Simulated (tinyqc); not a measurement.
Inputs raised by 2 %, one at a time: capillary instabilities by surface diffusion: grooving and agglomeration of films, edge retraction, wire break-up and smoothing of roughness. Computed by tinyqc, a small Python program. Command: `OMP_NUM_THREADS=1 python tinyqc.py 3016727 3016728 out.jsonl dewet sens`. One thread of a shared host (Intel(R) Xeon(R) Processor @ 2.30GHz), about 0.01 s of CPU time with the checks.

Isotropic surface energy; shapes change by surface diffusion alone.

Inputs (values chosen for the exercise, of the order of those of silicon on oxide): surface energy gamma_s = 1.41 J/m^2; grain-boundary energy gamma_b = 0.68 J/m^2; interface energy gamma_i = 1.2 J/m^2; atomic volume Omega = 20 angstrom^3; surface sites nu = 14 1/nm^2; prefactor D0 = 3.6e-06 m^2/s; activation energy Q = 2.24 eV; temperature T = 1157 K; time t = 2000 s; film thickness h = 8.8 nm; grain radius R = 120 nm; wire radius r = 4.4 nm; initial ripple over radius = 0.02.

Grooves: at the surface and the interface.

Constants: k_B = 8.617333262e-05 eV/K; k_B = 1.380649e-23 J/K.

Method:
- B = D_s nu gamma_s Omega^2/(k_B T), D_s = D0 exp(-Q/(k_B T)).
- Groove angle beta: sin(beta) = gamma_b/(2 gamma). For circular grains of radius R with spherical caps the groove ends (measured from the mean surface) at the depth R g(beta), g = (2 - 3 cos beta + cos^3 beta)/(3 sin^3 beta). The film parts if R [g(beta_s) + g(beta_i)] > h.
- Mullins' isolated groove: depth below the flat surface d = 0.780 m (B t)^(1/4), m = tan(beta_s), width between the ridges 4.6 (B t)^(1/4); time to reach h: (h/(0.780 m))^4/B.
- A wire with r + A cos(k z) has dA/dt = (B/r^4) (kr)^2 [1 - (kr)^2] A: unstable for wavelengths above 2 pi r, fastest at kr = 1/sqrt 2 with the rate B/(4 r^4); break-up time about (4 r^4/B) ln(r/A0); each wavelength makes a sphere of radius (3 r^2 lambda_m/4)^(1/3).

Runs:
```
input moved                            from       to  B (nm^4/s)  critical R/h  groove depth (nm)  break-up time (s)
base run                                  -        -       311.2         7.445              5.444              18.85
grain-boundary energy gamma_b (J/m^2)  0.68   0.6936       311.2         7.292              5.559              18.85
interface energy gamma_i (J/m^2)        1.2    1.224       311.2         7.530              5.444              18.85
temperature T (K)                      1157  1180.14       474.0         7.445              6.047              12.37
time t (s)                             2000     2040       311.2         7.445              5.471              18.85
film thickness h (nm)                   8.8    8.976       311.2         7.445              5.444              18.85
grain radius R (nm)                     120    122.4       311.2         7.445              5.444              18.85
atomic volume Omega (angstrom^3)         20     20.4       323.8         7.445              5.498              18.11
```

Exponents ln(y'/y) / ln(x'/x):
```
input                               B  critical R/h  groove depth  break-up time
grain-boundary energy gamma_b   0.000        -1.051         1.063          0.000
interface energy gamma_i        0.000         0.570         0.000          0.000
temperature T                  21.246         0.000         5.311        -21.246
time t                          0.000         0.000         0.250          0.000
film thickness h                0.000         0.000         0.000          0.000
grain radius R                  0.000         0.000         0.000          0.000
atomic volume Omega             2.000         0.000         0.500         -2.000
```

Among the inputs moved here: B answers most in size to temperature T (exponent +21.246), next to atomic volume Omega (+2.000); its exponent is below 0.0005 for grain-boundary energy gamma_b, interface energy gamma_i, time t, film thickness h, grain radius R. critical R/h answers most in size to grain-boundary energy gamma_b (exponent -1.051), next to interface energy gamma_i (+0.570); its exponent is below 0.0005 for temperature T, time t, film thickness h, grain radius R, atomic volume Omega. Groove depth answers most in size to temperature T (exponent +5.311), next to grain-boundary energy gamma_b (+1.063); its exponent is below 0.0005 for interface energy gamma_i, film thickness h, grain radius R. Its exponent +0.250 in time t: Mullins' law. Break-up time answers most in size to temperature T (exponent -21.246), next to atomic volume Omega (-2.000); its exponent is below 0.0005 for grain-boundary energy gamma_b, interface energy gamma_i, time t, film thickness h, grain radius R.

Caution (all rows): faceting can stabilise wires along low-index directions.
